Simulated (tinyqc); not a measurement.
sp3s* tight binding: sweeps and comparisons. A value that a table varies takes the place of the one given here.

sp3s* tight binding, nearest neighbours only: anion (a) at 0, cation (c) at a/4 (1,1,1), orbitals s, px, py, pz, s* on each; k in units of 2 pi/a. With phases e_j = exp(i (pi/2) k.n_j) for n = (1,1,1), (1,-1,-1), (-1,1,-1), (-1,-1,1): g0 = (e1+e2+e3+e4)/4, g1 = (e1+e2-e3-e4)/4, g2 = (e1-e2+e3-e4)/4, g3 = (e1-e2-e3+e4)/4. The diagonal holds the levels Esa, Epa, Exa (s*) and Esc, Epc, Exc. Anion-cation block: <sa|sc> = Vss g0; <sa|xc> = Vsapc g1; <xa|sc> = -Vscpa g1; <xa|xc> = Vxx g0; <xa|yc> = <ya|xc> = Vxy g3, <xa|zc> = <za|xc> = Vxy g2, <ya|zc> = <za|yc> = Vxy g1; <s*a|xc> = Vxapc g1; <xa|s*c> = -Vpaxc g1; y and z take g2 and g3 in place of g1; s-s* and s*-s* vanish.

Values chosen for the exercise (near a published set for SiC, fitted to gaps, whose masses and valley positions are rough; the results hold for these values, not for the real material): Esa = -8.52 eV (s level of the anion); Epa = 2.126 eV (p level of the anion); Esc = -4.875 eV (s level of the cation); Epc = 4.355 eV (p level of the cation); Exa = 9.596 eV (s* level of the anion); Exc = 9.295 eV (s* level of the cation); Vss = -12.329 eV (s-s); Vxx = 3.062 eV (px-px); Vxy = 5.942 eV (px-py); Vsapc = 9.559 eV (s anion, p cation); Vscpa = 9.215 eV (s cation, p anion); Vxapc = 8.783 eV (s* anion, p cation); Vpaxc = 4.395 eV (p anion, s* cation); eta = 2 (scaling exponent); D001 = 0.71 (ratio -ezz/exx).

## What the s* orbital does

The s* couplings Vxapc and Vpaxc are scaled by f; f = 0 is the plain sp3 model. Gaps from the top of the valence band at Gamma; the Delta value is the minimum on (x,0,0), 0.5 <= x <= 1.

Gaps (eV):
```
f      Gamma   Delta       L  x of the minimum
0.00  5.7835  7.2535  7.3348             0.500
0.25  5.7835  6.8616  6.9710             0.500
0.50  5.7835  5.7539  6.0637             0.775
0.75  5.7835  3.9840  4.8367             1.000
0.90  5.7835  2.9582  4.0468             1.000
1.00  5.7835  2.2954  3.5181             1.000
1.10  5.7835  1.6510  2.9938             1.000
```

The gap at Gamma stays, since g1 to g3 vanish there. From f = 0 to 1 the s* levels lower the Delta value by 4.958 eV and L by 3.817 eV. For f = 0 and 0.25 the least value lies at x = 0.5, the end of the range: any valley further out lies above that value until s* has lowered it enough. The lowest of the three is Gamma at f = 0 and the Delta line at f = 1.

## Hydrostatic strain (sp3s* tight binding, strained)

Strain e moves each bond vector to d = (1 + e) d0 (no internal displacement for the diagonal strains used here) and k is given in fractions of the strained reciprocal cell, so the phases stay. Two-centre values Vss_sigma = Vss/4, Vsp_sigma = sqrt3 V/4 for each s-p and s*-p pair, Vpp_sigma = (Vxx + 2 Vxy)/4, Vpp_pi = (Vxx - Vxy)/4 are scaled by (d0/d)^eta and combined with the new direction cosines; the levels on the diagonal stay.

exx = eyy = ezz = e. Gaps as measured from the top of the valence band; the deformation potentials are (gap(0.01) - gap(-0.01))/0.06.

Gaps (eV):
```
e       Gamma   Delta       L  x of the minimum
-0.03  6.7314  2.3998  3.7087             1.000
-0.02  6.4055  2.3629  3.6451             1.000
-0.01  6.0897  2.3281  3.5816             1.000
0.00   5.7835  2.2954  3.5181             1.000
0.01   5.4866  2.2646  3.4546             1.000
0.02   5.1986  2.2356  3.3909             1.000
0.03   4.9192  2.2084  3.3272             1.000
```

gap deformation potentials (eV): Gamma -10.051, Delta -1.059, L -2.117

Per unit of volume strain the gaps move by -10.05 (Gamma), -1.06 (Delta) and -2.12 eV (L). The lowest valley stays the Delta line over the range. These potentials follow from the one exponent eta, which fitted models replace by one for each integral; with it the sizes are rough, the sign for Delta can be wrong (in Si, Ge and the III-V crystals measured values are small and positive), and the pressures at which valleys cross, and which valley takes over, are rough too. A gap of zero, where one is listed, marks an s level that has sunk below the valence top.

## Biaxial strain splits the top of the valence band (sp3s* tight binding, strained)

No spin-orbit coupling; k = 0; exx = eyy = e, ezz = -D001 e. The four bonds keep equal lengths, and the sums over them give Vxx(e) for px and py and Vzz(e) for pz; each level is the lower root of [[Epa, V], [V, Epc]], and the s level the upper root of the s block. The shear potential b follows from E(x,y) - E(z) = 3 b (exx - ezz), taken as the slope between e = -0.005 and 0.005.

Couplings and levels at Gamma (eV):
```
e           ezz  Vxx(e)  Vzz(e)   E(x,y)     E(z)  E(x,y) - E(z) (meV)  upper s level
-0.020   0.0142  2.9748  3.3940   0.0638  -0.3318                395.7         5.9747
-0.010   0.0071  3.0195  3.2259   0.0219  -0.1725                194.4         5.8702
-0.005   0.0036  3.0410  3.1434   0.0017  -0.0947                 96.3         5.8179
0.005   -0.0036  3.0824  2.9816  -0.0372   0.0574                -94.6         5.7130
0.010   -0.0071  3.1023  2.9023  -0.0559   0.1316               -187.5         5.6605
0.020   -0.0142  3.1405  2.7468  -0.0919   0.2762               -368.1         5.5553
```

b = -3.722 eV

Under tension in the plane (e > 0) the bonds tilt towards the plane, Vxx grows to 3.1023 and Vzz falls to 2.9023 eV at e = 0.01, and the pz state forms the top of the valence band, by 187.5 meV; under compression (e = -0.01) the px, py pair does, by 194.4 meV. The slope gives b = -3.72 eV, a rough value, since on-site strain terms are left out (measured values lie near -2 eV).

## What each parameter does

Gaps from the top of the valence band at Gamma; Delta is the minimum on (x,0,0), 0.5 <= x <= 1. Each row changes one parameter from the base and keeps the others.

Results:
```
case              Ev (eV)  gap Gamma (eV)  gap Delta (eV)  gap L (eV)
base              -0.0180          5.7835          2.2954      3.5181
Vsapc = 9.359 eV  -0.0180          5.7835          2.1851      3.4316
Epc = 4.555 eV     0.0464          5.7190          2.2928      3.5082
Esc = -5.075 eV   -0.0180          5.6693          2.2954      3.5078
Esa = -8.82 eV    -0.0180          5.6563          2.2233      3.4506
Exc = 8.995 eV    -0.0180          5.7835          2.2954      3.5158
Vpaxc = 4.095 eV  -0.0180          5.7835          2.2954      3.5235
```

The largest shifts from the base row, up to three for each result and ties (the steps differ in size, so this ranks the rows, not the parameters). Ev (eV): Epc +0.0645; unchanged at the printed digits by Vsapc, Esc, Esa, Exc and Vpaxc. gap Gamma (eV): Esa -0.1272, Esc -0.1142, Epc -0.0645; unchanged at the printed digits by Vsapc, Exc and Vpaxc. gap Delta (eV): Vsapc -0.1103, Esa -0.0721, Epc -0.0026; unchanged at the printed digits by Esc, Exc and Vpaxc. gap L (eV): Vsapc -0.0865, Esa -0.0675, Esc -0.0103. Vsapc, Exc and Vpaxc cannot move Ev or the gap at Gamma, whose blocks do not hold them; s parameters never move Ev, and move the gap only where the lowest empty level at Gamma is s-like.

Computed by tinyqc, a small Python program: `OMP_NUM_THREADS=1 python tinyqc.py 1450998 1450999 out.jsonl` (the numbers bound the seed that draws the inputs); one thread of a shared host (Intel(R) Xeon(R) Processor @ 2.30GHz), about 0.08 s for the whole set of steps.
